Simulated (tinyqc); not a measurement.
Inside a calculation. Model: p-n diode, drift-diffusion by the Gummel loop with Scharfetter-Gummel fluxes.

Program tinyqc, `OMP_NUM_THREADS=1 python tinyqc.py 2240044 2240045 out.jsonl`; Intel Xeon 2.30GHz, shared host, one thread, about 0.1 s. Printed values are rounded.

Abrupt junction at x = 0, p side from -Lp, n side to Ln, ohmic contacts. psi is counted from the intrinsic level; n = ni exp((psi - phin)/Vt), p = ni exp((phip - psi)/Vt). Contacts: p side psi = V - Vt ln(Na/ni), p = Na, n = ni^2/Na; n side psi = Vt ln(Nd/ni), n = Nd, p = ni^2/Nd. Constant mobilities, D = mu Vt, Boltzmann statistics, SRH recombination through a mid-gap level, U = (n p - ni^2)/(tp (n + ni) + tn (p + ni)). Current is positive from the p contact to the n contact.

Values chosen for this exercise; band and dielectric values close to those of indium phosphide:
```
symbol    value        unit                                 meaning
T           300           K                             temperature
Eg         1.35          eV                                band gap
eps_r      12.3                               relative permittivity
Nc      5.73e17       cm^-3  conduction-band density of states at T
Nv      1.11e19       cm^-3     valence-band density of states at T
Na       3.1e17       cm^-3          acceptor density of the p side
Nd       1.4e17       cm^-3             donor density of the n side
mun        2300  cm^2/(V s)                       electron mobility
mup          92  cm^2/(V s)                           hole mobility
tn         7e-7           s               SRH lifetime of electrons
tp         3e-8           s                   SRH lifetime of holes
G             0  cm^-3 s^-1                 uniform generation rate
V          1.31           V                   bias of the p contact
```

Constants: q = 1.602176634e-19 C, kB = 1.380649e-23 J/K, Vt = kB T/q, eps0 = 8.8541878128e-14 F/cm where lengths are in cm. Results are converted to the units shown.

Range of the model: At a bias near or above Vbi densities approach the doping or exceed it; degeneracy, Auger and radiative recombination, left out, begin to matter. Minority carriers exceed a tenth of the doping outside the junction (high injection).

## Intrinsic density and built-in voltage

ni = sqrt(Nc Nv) exp(-Eg/(2 Vt)), Eg in volts; Vbi = Vt ln(Na Nd/ni^2).

ni = 1.154085e7 cm^-3
Vbi = 1.221066 V

## Round 1: Poisson equation

```
node  x (nm)  phin at the start (V)  phip at the start (V)
0       -680                   1.31                   1.31
1       -426                      0                   1.31
2       -261                      0                   1.31
3       -153                      0                   1.31
4      -83.9                      0                   1.31
5      -38.8                      0                   1.31
6       -9.5                      0                   1.31
7        9.5                      0                   1.31
8       36.8                      0                   1.31
9       76.2                      0                   1.31
10       133                      0                   1.31
11       214                      0                   1.31
12       331                      0                   1.31
13       500                      0                      0
```

With phin and phip held, solve a_i (psi_(i+1) - psi_i) - a_(i-1) (psi_i - psi_(i-1)) + q w_i (p_i - n_i + C_i) = 0 for the inner nodes by Newton steps to convergence; a_i = eps0 eps_r/h_i, h_i = x_(i+1) - x_i, w_i = (h_(i-1) + h_i)/2, C = -Na or +Nd.

```
node    psi (V)  n after Poisson (cm^-3)  p after Poisson (cm^-3)
0     0.6891915              4.296493e-4                   3.1e17
1     0.6515713              1.018954e18              1.328473e18
2     0.6515660              1.018745e18              1.328745e18
3     0.6515660              1.018745e18              1.328745e18
4     0.6515660              1.018745e18              1.328745e18
5     0.6515666              1.018766e18              1.328718e18
6     0.6516440              1.021822e18              1.324744e18
7     0.6564727              1.231666e18              1.099041e18
8     0.6565538              1.235538e18              1.095598e18
9     0.6565544              1.235569e18              1.095570e18
10    0.6565545              1.235570e18              1.095570e18
11    0.6565544              1.235569e18              1.095570e18
12    0.6565369              1.234731e18              1.096313e18
13    0.6002580                   1.4e17              9.513662e-4
```

## Round 1: electron continuity

With psi and p held, F_i = (mun Vt/h_i) [n_(i+1) B(d_i) - n_i B(-d_i)], d_i = (psi_(i+1) - psi_i)/Vt, B(d) = d/(exp(d) - 1); solve F_i - F_(i-1) = w_i [(n_i p_i - ni^2)/den_i - G] for the new n, with den = tp (n + ni) + tn (p + ni) taken at the old n and p, h_i = x_(i+1) - x_i, w_i = (h_(i-1) + h_i)/2; phin = psi - Vt ln(n/ni).

```
node  new n (cm^-3)  phin after round 1 (V)
0       4.296493e-4                1.310000
1       1.022225e17                0.059444
2       2.282348e17                0.038673
3       3.107384e17                0.030696
4       3.635260e17                0.026640
5       3.979872e17                0.024299
6       4.215981e17                0.022887
7       5.241375e17                0.022087
8       5.466733e17                0.021080
9       5.767873e17                0.019694
10      6.201799e17                0.017819
11      6.820606e17                0.015360
12      7.709533e17                0.012176
13           1.4e17                0.000000
```

## Round 1: hole continuity

With psi and the new n held, F_i = (mup Vt/h_i) [p_(i+1) B(-d_i) - p_i B(d_i)], d_i = (psi_(i+1) - psi_i)/Vt, B(d) = d/(exp(d) - 1); solve F_i - F_(i-1) = w_i [(n_i p_i - ni^2)/den_i - G] for the new p, with den = tp (n + ni) + tn (p + ni) taken at the new n and the old p, h_i = x_(i+1) - x_i, w_i = (h_(i-1) + h_i)/2; phip = psi + Vt ln(p/ni).

```
node  new p (cm^-3)  phip after round 1 (V)
0            3.1e17                1.310000
1       8.150096e17                1.297369
2       6.674340e17                1.292200
3       5.707500e17                1.288154
4       5.088949e17                1.285189
5       4.685156e17                1.283052
6       4.409278e17                1.281560
7       3.502928e17                1.280440
8       3.247992e17                1.278568
9       2.895283e17                1.275597
10      2.386947e17                1.270606
11      1.662077e17                1.261249
12      6.158843e16                1.235566
13      9.513662e-4                0.000000
```

## Course of the Gummel loop

Stop when phin and phip change by less than 1e-8 V, or after 15 rounds. J = Jn at the p contact + Jp at the n contact + q sum w_i U_i - q G sum w_i over the inner nodes, which avoids differences of large majority fluxes: Jn = (q mun Vt/h_0)[n_1 B(d_0) - n_0 B(-d_0)], Jp = (q mup Vt/h_last)[p_(N-1) B(d_last) - p_N B(-d_last)], d_i = (psi_(i+1) - psi_i)/Vt, B(d) = d/(exp(d) - 1), w_i = (h_(i-1) + h_i)/2.

Course of the iteration:
```
round  J (A/cm^2)  largest change of phin, phip (V)
1        76191.42                            0.0744
2        62426.40                            0.0176
3        58228.45                           2.04e-3
4        57237.77                           2.92e-4
5        57010.63                           6.38e-5
6        56960.28                           1.79e-5
7        56949.09                           4.56e-6
8        56946.56                           1.09e-6
9        56945.99                           2.55e-7
10       56945.85                           5.94e-8
11       56945.82                           1.38e-8
12       56945.82                           3.19e-9
```

Converged in 12 rounds.

## Recombination and current

```
node  converged psi (V)  converged n (cm^-3)  converged p (cm^-3)
0             0.6891915          4.296493e-4               3.1e17
1             0.6646335          9.183052e16          4.017532e17
2             0.6526119          1.315801e17          4.415426e17
3             0.6455552          1.530815e17          4.630544e17
4             0.6412841          1.654411e17          4.754127e17
5             0.6386038          1.731412e17          4.825546e17
6             0.6378030          1.840181e17          4.696878e17
7             0.6537075          3.551457e17          2.405036e17
8             0.6529829          3.604079e17          2.212454e17
9             0.6503181          3.460756e17          2.061551e17
10            0.6461567          3.240031e17          1.840874e17
11            0.6395298          2.907579e17          1.508830e17
12            0.6278247          2.375833e17          9.788314e16
13            0.6002580               1.4e17          9.513662e-4
```

U_i as defined. J = Jn at the p contact + Jp at the n contact + q sum w_i U_i - q G sum w_i over the inner nodes, which avoids differences of large majority fluxes: Jn = (q mun Vt/h_0)[n_1 B(d_0) - n_0 B(-d_0)], Jp = (q mup Vt/h_last)[p_(N-1) B(d_last) - p_N B(-d_last)], d_i = (psi_(i+1) - psi_i)/Vt, B(d) = d/(exp(d) - 1), w_i = (h_(i-1) + h_i)/2.

U, node 0 to 13 (cm^-3 s^-1): 0  1.299138e23  1.856012e23  2.156327e23  2.328713e23  2.435987e23  2.585418e23  4.771538e23  4.812690e23  4.612118e23  4.303965e23  3.836811e23  3.074253e23  0
Jn at the p contact = 53352.58 A/cm^2
Jp at the n contact = 3589.054 A/cm^2
recombination = 4.183759 A/cm^2
generation = 0 A/cm^2
J = 56945.82 A/cm^2

A 500-node mesh gives J = 58700 A/cm^2; this mesh differs from it by -1800 A/cm^2 (-3.0 %).
